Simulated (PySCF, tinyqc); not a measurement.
Inside a calculation. Method: RHF in the 3-21g basis, for H3-, spin multiplicity 1. The basis has no diffuse functions, so it cannot describe the extra electron: this is an exercise in the method, not the real anion. The lowest restricted solution is unstable here: a spin-polarised one lies 0.0688 hartree lower (PySCF). One step of it, computed by the program tinyqc.

Problem. Iteration 1: building the Fock matrix. J_ij = sum D_kl (ij|kl), K_ij = sum D_kl (ik|jl); F = H + J - 0.5 K; E = tr D H + tr D J / 2 - 0.25 tr D K + E_nn.

D at the start, lower triangle:
```
           1H 1s     1H 2s      2H 1s     2H 2s     3H 1s     3H 2s
1H 1s   0.275796
1H 2s   0.380460  0.527447
2H 1s  -0.012603  0.001083   0.275801
2H 2s   0.001073  0.028377   0.380457  0.527426
3H 1s  -0.012604  0.001082  -0.012602  0.001075  0.275800
3H 2s   0.001075  0.028380   0.001079  0.028371  0.380458  0.527433
```

core Hamiltonian H = T + V (hartree), lower triangle:
```
           1H 1s      1H 2s      2H 1s      2H 2s      3H 1s      3H 2s
1H 1s  -1.351861
1H 2s  -1.241388  -1.416055
2H 1s  -0.719641  -0.903304  -1.352185
2H 2s  -0.903210  -1.206720  -1.241577  -1.416203
3H 1s  -0.719374  -0.903144  -0.720161  -0.903520  -1.352075
3H 2s  -0.903082  -1.206617  -0.903552  -1.206919  -1.241513  -1.416153
```

Two-electron integrals (ij|kl) in chemists' order, unique and non-zero (hartree):
```
(11|11) 1.140145   (21|11) 0.611403   (21|21) 0.345152   (22|11) 0.626370
(22|21) 0.380329   (22|22) 0.482957   (31|11) 0.241686   (31|21) 0.138989
(31|22) 0.157112   (31|31) 0.076703   (32|11) 0.268279   (32|21) 0.164121
(32|22) 0.208959   (32|31) 0.097355   (32|32) 0.144646   (33|11) 0.578379
(33|21) 0.362762   (33|22) 0.482121   (33|31) 0.241686   (33|32) 0.388192
(33|33) 1.140145   (41|11) 0.388192   (41|21) 0.220223   (41|22) 0.244676
(41|31) 0.097355   (41|32) 0.117814   (41|33) 0.268279   (41|41) 0.144646
(42|11) 0.448739   (42|21) 0.274687   (42|22) 0.356026   (42|31) 0.129553
(42|32) 0.184556   (42|33) 0.448739   (42|41) 0.184556   (42|42) 0.285975
(43|11) 0.362762   (43|21) 0.226133   (43|22) 0.300836   (43|31) 0.138989
(43|32) 0.220223   (43|33) 0.611403   (43|41) 0.164121   (43|42) 0.274687
(43|43) 0.345152   (44|11) 0.482121   (44|21) 0.300836   (44|22) 0.410359
(44|31) 0.157112   (44|32) 0.244676   (44|33) 0.626370   (44|41) 0.208959
(44|42) 0.356026   (44|43) 0.380329   (44|44) 0.482957   (51|11) 0.241555
(51|21) 0.138916   (51|22) 0.157033   (51|31) 0.063585   (51|32) 0.077672
(51|33) 0.175432   (51|41) 0.092717   (51|42) 0.120767   (51|43) 0.108108
(51|44) 0.138031   (51|51) 0.076629   (52|11) 0.268203   (52|21) 0.164078
(52|22) 0.208912   (52|31) 0.077690   (52|32) 0.106343   (52|33) 0.248952
(52|41) 0.111109   (52|42) 0.166885   (52|43) 0.154009   (52|44) 0.201120
(52|51) 0.097290   (52|52) 0.144598   (53|11) 0.175602   (53|21) 0.108221
(53|22) 0.138196   (53|31) 0.063663   (53|32) 0.092852   (53|33) 0.241943
(53|41) 0.077757   (53|42) 0.120926   (53|43) 0.139132   (53|44) 0.157264
(53|51) 0.063636   (53|52) 0.092839   (53|53) 0.076845   (54|11) 0.248962
(54|21) 0.154024   (54|22) 0.201170   (54|31) 0.077722   (54|32) 0.111183
(54|33) 0.268425   (54|41) 0.106363   (54|42) 0.166960   (54|43) 0.164205
(54|44) 0.209049   (54|51) 0.092741   (54|52) 0.142592   (54|53) 0.097481
(54|54) 0.144739   (55|11) 0.578283   (55|21) 0.362709   (55|22) 0.482079
(55|31) 0.175489   (55|32) 0.248981   (55|33) 0.578565   (55|41) 0.248906
(55|42) 0.393793   (55|43) 0.362865   (55|44) 0.482203   (55|51) 0.241555
(55|52) 0.388126   (55|53) 0.241943   (55|54) 0.388323   (55|55) 1.140145
(61|11) 0.388126   (61|21) 0.220186   (61|22) 0.244635   (61|31) 0.092750
(61|32) 0.111120   (61|33) 0.248903   (61|41) 0.142547   (61|42) 0.180571
(61|43) 0.153983   (61|44) 0.201099   (61|51) 0.097290   (61|52) 0.117767
(61|53) 0.077746   (61|54) 0.111137   (61|55) 0.268203   (61|61) 0.144598
(62|11) 0.448683   (62|21) 0.274653   (62|22) 0.355985   (62|31) 0.120812
(62|32) 0.166903   (62|33) 0.393781   (62|41) 0.180579   (62|42) 0.273944
(62|43) 0.244336   (62|44) 0.328183   (62|51) 0.129479   (62|52) 0.184506
(62|53) 0.120917   (62|54) 0.180632   (62|55) 0.448683   (62|61) 0.184506
(62|62) 0.285918   (63|11) 0.248987   (63|21) 0.154038   (63|22) 0.201181
(63|31) 0.092787   (63|32) 0.142614   (63|33) 0.388323   (63|41) 0.111162
(63|42) 0.180651   (63|43) 0.220296   (63|44) 0.244756   (63|51) 0.077693
(63|52) 0.111169   (63|53) 0.097481   (63|54) 0.117905   (63|55) 0.268425
(63|61) 0.106356   (63|62) 0.166952   (63|63) 0.144739   (64|11) 0.393815
(64|21) 0.244362   (64|22) 0.328236   (64|31) 0.120838   (64|32) 0.180636
(64|33) 0.448849   (64|41) 0.166927   (64|42) 0.274011   (64|43) 0.274752
(64|44) 0.356106   (64|51) 0.120784   (64|52) 0.180608   (64|53) 0.129698
(64|54) 0.184655   (64|55) 0.448849   (64|61) 0.166901   (64|62) 0.273988
(64|63) 0.184655   (64|64) 0.286086   (65|11) 0.362709   (65|21) 0.226105
(65|22) 0.300812   (65|31) 0.108147   (65|32) 0.154028   (65|33) 0.362865
(65|41) 0.153988   (65|42) 0.244345   (65|43) 0.226189   (65|44) 0.300882
(65|51) 0.138916   (65|52) 0.220186   (65|53) 0.139132   (65|54) 0.220296
(65|55) 0.611403   (65|61) 0.164078   (65|62) 0.274653   (65|63) 0.164205
(65|64) 0.274752   (65|65) 0.345152   (66|11) 0.482079   (66|21) 0.300812
(66|22) 0.410336   (66|31) 0.138087   (66|32) 0.201148   (66|33) 0.482203
(66|41) 0.201116   (66|42) 0.328201   (66|43) 0.300882   (66|44) 0.410405
(66|51) 0.157033   (66|52) 0.244635   (66|53) 0.157264   (66|54) 0.244756
(66|55) 0.626370   (66|61) 0.208912   (66|62) 0.355985   (66|63) 0.209049
(66|64) 0.356106   (66|65) 0.380329   (66|66) 0.482957
```

nuclear repulsion = 1.77388443 hartree

Give: Coulomb J; exchange K; Fock matrix F; total energy of this density.

Solution.

Coulomb J (hartree), lower triangle:
```
        1H 1s   1H 2s   2H 1s   2H 2s   3H 1s   3H 2s
1H 1s  2.5502
1H 2s  1.5310  1.9239
2H 1s  0.7312  1.0298  2.5505
2H 2s  1.0297  1.5490  1.5312  1.9241
3H 1s  0.7308  1.0296  0.7318  1.0301  2.5504
3H 2s  1.0295  1.5489  1.0301  1.5493  1.5311  1.9240
```

exchange K (hartree), lower triangle:
```
        1H 1s   1H 2s   2H 1s   2H 2s   3H 1s   3H 2s
1H 1s  1.3266
1H 2s  1.2055  1.3494
2H 1s  0.7618  1.0055  1.3269
2H 2s  1.0054  1.2592  1.2058  1.3496
3H 1s  0.7616  1.0053  0.7622  1.0057  1.3268
3H 2s  1.0053  1.2591  1.0057  1.2593  1.2057  1.3495
```

Fock matrix F (hartree), lower triangle:
```
         1H 1s    1H 2s    2H 1s    2H 2s    3H 1s    3H 2s
1H 1s   0.5350
1H 2s  -0.3131  -0.1668
2H 1s  -0.3694  -0.3763   0.5348
2H 2s  -0.3762  -0.2873  -0.3133  -0.1670
3H 1s  -0.3693  -0.3762  -0.3694  -0.3763   0.5349
3H 2s  -0.3762  -0.2873  -0.3763  -0.2873  -0.3132  -0.1669
```

total energy of this density = -1.685365 hartree

This density is the starting one; it is not idempotent, so its energy is not variational and may lie below the converged one.
